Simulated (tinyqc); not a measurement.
Energy and delay of logic against supply voltage: two steps of the calculation.

One expression serves below and above threshold: I(Vg) = Ik [ln(1 + exp((Vg - VT + dd V)/(al nf Vt)))]^al, with I_on = I(V) and I_off = I(0). Gate delay td = kd C V/I_on, clock period LD td. Per gate and cycle the switching energy is act C V^2 and the leakage energy I_off V LD td. No short-circuit current, no variation. Minima are sought above 0.09 V; below a few Vt gates no longer switch and the model has no meaning.

Parameters, values chosen for the exercise; values of the order met in logic technologies:
```
symbol  value  unit                               meaning
T         250     K                           temperature
VT       0.27     V  threshold voltage at zero drain bias
nf       1.13                                slope factor
dd       0.06         barrier lowering per volt of supply
Ik       0.64    uA            specific current of a gate
al       1.73                 exponent of the current law
C        0.58    fF            load capacitance of a gate
kd        1.1                                delay factor
LD         40                                 logic depth
act      0.01                             activity factor
V        0.33     V                        supply voltage
```

Constants: q = 1.602176634e-19 C, kB = 1.380649e-23 J/K, Vt = kB T/q. Results are converted to the units shown.

Problem 1. Currents, delay and energies. I_on, I_off, td, clock frequency 1/(LD td), both energies and their sum.

Find: I_on; I_off; td; clock frequency; switching energy; leakage energy; energy.

Solution 1.

I_on = 2.188 uA
I_off = 0.02196 nA
td = 96.25 ps
clock frequency = 0.2597 GHz
switching energy = 0.6316 aJ
leakage energy = 0.02790 aJ
energy = 0.6595 aJ

I_on/I_off = 99600; leakage makes up 4.23 % of the energy.

Problem 2. New V. Minimum-energy supply: E(V) is the energy per gate and cycle; with h = 0.001 V, E' = (E(V + h) - E(V - h))/(2 h), E'' = (E(V - h) - 2 E(V) + E(V + h))/h^2, V(new) = V - E'/E''.

V at the start = 0.21 V

Give: E'; E''; V after iteration 1.

Solution 2.

E' = -4.2742 aJ/V
E'' = 202.98 aJ/V^2
V after iteration 1 = 0.23106 V

Numbers from tinyqc (`OMP_NUM_THREADS=1 python tinyqc.py 2082178 2082179 out.jsonl`; about 0.01 s on one thread of a shared Intel Xeon 2.30GHz).
